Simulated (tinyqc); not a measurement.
# Phonon transmission through an interface between two chains by Green functions, step by step

A worked calculation. Computed by tinyqc, a small Python program that keeps every step. Command: `OMP_NUM_THREADS=1 python tinyqc.py 3026383 3026384 out.jsonl agf walk`. One thread of a shared host (Intel(R) Xeon(R) Processor @ 2.30GHz), about 0.01 s of CPU time with the checks. Intermediate numbers are printed to about 6 digits and carried at full precision; extremes and crossings named in words are read from the listed rows.

Two semi-infinite chains (masses m_1, m_2; springs k_1, k_2), motion along the chain. The central region holds the end atom of each chain and one interlayer atom of mass m_b, joined by springs k_b. lambda = omega^2 in eV/(angstrom^2 u); nu = 15.6333042 THz x sqrt(lambda).

Inputs (values chosen for the exercise, for two model chains):
```
quantity                          value           unit
mass m_1                           62.4              u
spring k_1                         8.31  eV/angstrom^2
mass m_2                            111              u
spring k_2                          4.8  eV/angstrom^2
junction spring k_b                4.64  eV/angstrom^2
interlayer mass m_b                58.3              u
probe frequency / lower band top   0.23              -
temperature T                        50              K
```

Atoms in the interlayer: one.

Constants: nu for 1 eV/(angstrom^2 u) = 15.6333042 THz; h x 1 THz = 4.135667696 meV; k_B = 8.617333262e-05 eV/K; k_B = 1.380649e-23 J/K; h = 6.62607015e-34 J s.

## Band tops and impedances

nu_max = 15.6333042 THz x 2 sqrt(k/m); impedance Z = sqrt(k m); long-wave transmission 4 Z_1 Z_2/(Z_1 + Z_2)^2; the probe frequency is the given share of the lower band top.

band top of chain 1 = 11.4101 THz

band top of chain 2 = 6.50189 THz

Z_1 = 22.7716 sqrt(eV u)/angstrom

Z_2 = 23.0825 sqrt(eV u)/angstrom

long-wave transmission = 0.999954

probe frequency = 1.49544 THz

## Self-energies and the matrix at the probe frequency

In chain i, sin(q_i a/2) = nu/nu_max,i. An outgoing wave makes the next atom move as exp(i q_i a) times the end atom, so the lead adds the self-energy Sigma_i = -k_i exp(i q_i a) to the force-constant matrix; Gamma_i = -2 Im Sigma_i = 2 k_i sin(q_i a). A = lambda M - K - Sigma over the central atoms, with K_ii the sum of the springs at i, K_(i,i+1) = -k_b; G = inverse of A; transmission = Gamma_1 Gamma_2 |G_(first,last)|^2.

q_1 a = 0.262881 rad

q_2 a = 0.464155 rad

Gamma_1 = 4.31894 eV/angstrom^2

Gamma_2 = 4.29761 eV/angstrom^2

A (complex symmetric) (eV/angstrom^2):
```
                   end of 1   layer 1           end of 2
end of 1  -4.35451+2.15947i   4.64000            0.00000
layer 1             4.64000  -8.74654            4.64000
end of 2            0.00000   4.64000  -4.13216+2.14880i
```

## Transmission at the probe frequency

The formulas are those given above.

G_(first,last) = 0.160322-0.163274i angstrom^2/eV

transmission = 0.971890

It is below the long-wave value 1.000.

## Thermal conductance

Landauer conductance G = k_B int tau(nu) x^2 e^x/(e^x - 1)^2 d nu, x = h nu/(k_B T), from 0 to the lower band top (240 Gauss-Legendre points in s from 0 to 1, nu = nu_top sin(pi s/2)); tau is the transmission, and its thermal mean is G over the value for tau = 1 in the same window; the quantum is g_0 = pi^2 k_B^2 T/(3 h).

conductance G = 42.7259 pW/K

thermal mean of the transmission = 0.932436

G/g_0 = 0.902884

## Transmission spectrum against simple models

Long-wave value 4 Z_1 Z_2/(Z_1 + Z_2)^2. Continuum estimate, with omega = sqrt(lambda): a slab of impedance Z_b = sqrt(k_b m_b) and phase p = omega x (number of interlayer atoms) x sqrt(m_b/k_b), tau = 4 Z_1 Z_2/[(Z_1 + Z_2)^2 cos^2 p + (Z_b + Z_1 Z_2/Z_b)^2 sin^2 p].

Transmission:
```
nu/nu_top  nu (THz)  Green function  long-wave value  continuum estimate
0.05        0.32509        0.998565         0.999954            0.999334
0.15        0.97528        0.987684         0.999954            0.994482
0.25        1.62547        0.967081         0.999954            0.985326
0.35        2.27566        0.938837         0.999954            0.972866
0.45        2.92585        0.905554         0.999954            0.958385
0.55        3.57604        0.869916         0.999954            0.943267
0.65        4.22623        0.834185         0.999954            0.928835
0.75        4.87642        0.799229         0.999954            0.916240
0.85        5.52661        0.760020         0.999954            0.906398
0.92        5.98174        0.709507         0.999954            0.901513
0.98        6.37186        0.535810         0.999954            0.898778
```

The transmission starts at the impedance value 1.000 and vanishes at the lower band top, 6.50 THz, above which chain 2 has no states. It keeps more than half of that value over all rows. The continuum estimate is within 0.05 up to nu/nu_top = 0.35; it leaves out dispersion, and it puts the faces of the slab half a spring from its outer atoms.

## Conductance against temperature

The formulas are those given above.

Conductance:
```
T (K)  G (pW/K)  mean transmission     G/g_0  G for transmission 1 (pW/K)
1      0.946345           0.999909  0.999909                     0.946431
5       4.72663           0.998833  0.998833                      4.73216
20      18.6173           0.983564  0.983551                      18.9284
50      42.7259           0.932436  0.902884                      45.8218
100     63.2885           0.890944  0.668707                      71.0354
200     73.4982           0.873803  0.388291                      84.1130
400     76.7012           0.868859  0.202606                      88.2781
800     77.5533           0.867577  0.102429                      89.3907
```

At 1 K G/g_0 = 1.000; as T goes to 0 it tends to the long-wave transmission, where only the impedances count. Towards high T all modes count more and more alike; at 800 K G is 77.6 pW/K and the mean transmission is 0.868, which is at least 0.7 of the low-T value.

Checks made by the program: low-frequency limit against the impedance formula (relative difference 6e-09); unitarity: Gamma_1 |G_11|^2 + Gamma_2 |G_1N|^2 = -2 Im G_11 (relative difference below 1e-10); conductance against a 1500-point midpoint sum (relative difference below 1e-10).
